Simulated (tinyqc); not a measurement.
Conduction-band offset of an n-N heterojunction from carrier-profile moments: one step of the calculation.

Layer 1 (x < 0) accumulates electrons and layer 2 (x > 0) is depleted. Boltzmann statistics. The bands bend down by V1 in layer 1 and up by V2 in layer 2, with V1 + V2 = VD = dE + Vt ln[(N2/Nc2)/(N1/Nc1)].

Question. Offset from the moments. A C-V profile smears n(x) but keeps its zeroth and first moments: si = -int (N - n) dx, VD = (q/(eps0 eps_r)) int (N - n) x dx, dE = VD - Vt ln[(N2/Nc2)/(N1/Nc1)]. Use the trapezoidal rule on each side.

Parameters, values chosen for the exercise; values of the order of III-V alloys: temperature T = 300 K; relative permittivity of both layers eps_r = 12.2; density of states of the narrow-gap layer 1 Nc1 = 5.2e17 cm^-3; density of states of the wide-gap layer 2 Nc2 = 7.1e17 cm^-3; conduction-band offset dE = 0.15 eV; donor density in layer 1 N1 = 1.3e16 cm^-3; donor density in layer 2 N2 = 5.5e16 cm^-3; fixed charge at the interface si = 0 cm^-2.

Constants: q = 1.602176634e-19 C, kB = 1.380649e-23 J/K, Vt = kB T/q, eps0 = 8.8541878128e-14 F/cm where lengths are in cm. Results are converted to the units shown.

```
left point  -x (nm)  n in layer 1 (cm^-3)
0                 0            2.21205e17
1             0.847            1.97242e17
2              5.13            1.22209e17
3              14.7            6.05810e16
4              31.1            3.14149e16
5              55.6            1.97530e16
6              89.3            1.52501e16
7               133            1.36324e16
8               189            1.31336e16
9               256            1.30213e16
```

```
right point  x (nm)  n in layer 2 (cm^-3)
0                 0            9.12348e14
1              9.72            3.08380e15
2              23.9            1.10994e16
3              40.5            2.65644e16
4              58.9            4.16114e16
5              78.7            5.00361e16
6              99.8            5.34157e16
7               122            5.45384e16
8               145            5.48727e16
9               169            5.49669e16
```

Find: si; VD; dE.

Answer.

si = 1.738e10 cm^-2
VD = 0.1784 V
dE = 0.1492 eV

On these few points dE comes out -0.83 meV from the true 0.15 eV, and si misses by 1.7e10 cm^-2, 7.1 % of Q1.

tinyqc, about 0.07 s, one thread, Intel Xeon 2.30GHz (shared host): `OMP_NUM_THREADS=1 python tinyqc.py 2410043 2410044 out.jsonl`
